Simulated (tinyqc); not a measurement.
Inside a calculation. Method: CCD on RHF in the sto-3g basis, for BeH2, spin multiplicity 1. One step of it, computed by the program tinyqc.

Problem. CCD: starting amplitudes. t_ij^ab = <ij||ab> / (e_i + e_j - e_a - e_b), whose energy is MP2.

orbital energies (hartree): MO1 -4.518641, MO2 -0.462066, MO3 -0.426783, MO4 0.211189, MO5 0.211189, MO6 0.473637, MO7 0.978342

Two-electron integrals over orbitals (pq|rs), unique and non-zero (hartree):
```
(11|11) 2.271467    (21|11) -0.200744   (21|21) 0.027213    (22|11) 0.491949
(22|21) -0.006890   (22|22) 0.401420    (31|31) 0.006171    (32|31) 0.014617
(32|32) 0.164931    (33|11) 0.462904    (33|21) -0.002883   (33|22) 0.414833
(33|33) 0.437947    (41|41) 0.015768    (42|41) 0.015349    (42|42) 0.049740
(43|43) 0.014918    (44|11) 0.569172    (44|21) -0.008160   (44|22) 0.371117
(44|33) 0.358934    (44|44) 0.449859    (51|51) 0.015768    (52|51) 0.015349
(52|52) 0.049740    (53|53) 0.014918    (54|54) 0.024249    (55|11) 0.569172
(55|21) -0.008160   (55|22) 0.371117    (55|33) 0.358934    (55|44) 0.401360
(55|55) 0.449859    (61|11) -0.178804   (61|21) 0.024919    (61|22) -0.006873
(61|33) -0.004246   (61|44) -0.004577   (61|55) -0.004577   (61|61) 0.023081
(62|11) 0.107894    (62|21) -0.006720   (62|22) -0.025977   (62|33) -0.048743
(62|44) 0.050377    (62|55) 0.050377    (62|61) -0.003748   (62|62) 0.077156
(63|31) -0.002970   (63|32) -0.095199   (63|63) 0.083292    (64|41) 0.016337
(64|42) 0.047500    (64|64) 0.051001    (65|51) 0.016337    (65|52) 0.047500
(65|65) 0.051001    (66|11) 0.477279    (66|21) -0.006536   (66|22) 0.399324
(66|33) 0.410337    (66|44) 0.368907    (66|55) 0.368907    (66|61) -0.005932
(66|62) -0.036001   (66|66) 0.413772    (71|31) 0.011445    (71|32) 0.020785
(71|63) -0.002381   (71|71) 0.021707    (72|31) 0.003342    (72|32) -0.044987
(72|63) 0.061149    (72|71) 0.007164    (72|72) 0.056553    (73|11) 0.138316
(73|21) -0.005237   (73|22) -0.006834   (73|33) -0.021896   (73|44) 0.057768
(73|55) 0.057768    (73|61) -0.003224   (73|62) 0.072421    (73|66) -0.027416
(73|73) 0.081895    (74|43) 0.013813    (74|74) 0.016473    (75|53) 0.013813
(75|75) 0.016473    (76|31) 0.011470    (76|32) 0.143114    (76|63) -0.095995
(76|71) 0.016399    (76|72) -0.056764   (76|76) 0.141226    (77|11) 0.580926
(77|21) -0.009247   (77|22) 0.431511    (77|33) 0.450500    (77|44) 0.392626
(77|55) 0.392626    (77|61) -0.008930   (77|62) -0.039017   (77|66) 0.438871
(77|73) -0.013209   (77|77) 0.492990
```

Give: Starting amplitudes; correlation energy.

Solution.

Starting amplitudes (spin orbitals 1a, 1b, ...; amplitudes related by a flip of all spins are not repeated):
```
from      to          t
3a 3b  6a 6b    -0.0463
2a 2b  6a 6b    -0.0412
2a 2b  4a 4b    -0.0369
2a 2b  5a 5b    -0.0369
2a 3b  6a 7b    -0.0309
3a 3b  7a 7b    -0.0291
2a 3b  6b 7a     0.0261
2a 2b  7a 7b    -0.0196
3a 3b  5a 5b    -0.0117
3a 3b  4a 4b    -0.0117
2a 3a  6a 7a    -0.0048
1a 2b  4a 4b    -0.0028
1a 2b  5a 5b    -0.0028
1a 1b  6a 6b    -0.0023
1a 1b  7a 7b    -0.0020
1a 1b  5a 5b    -0.0017
1a 1b  4a 4b    -0.0017
1a 2b  7a 7b    -0.0010
1a 2b  6a 6b     0.0006
1a 3b  6a 7b     0.0005
1a 3b  6b 7a  -3.72e-04
1a 3a  6a 7a   1.32e-04
```

correlation energy = -0.022686 hartree
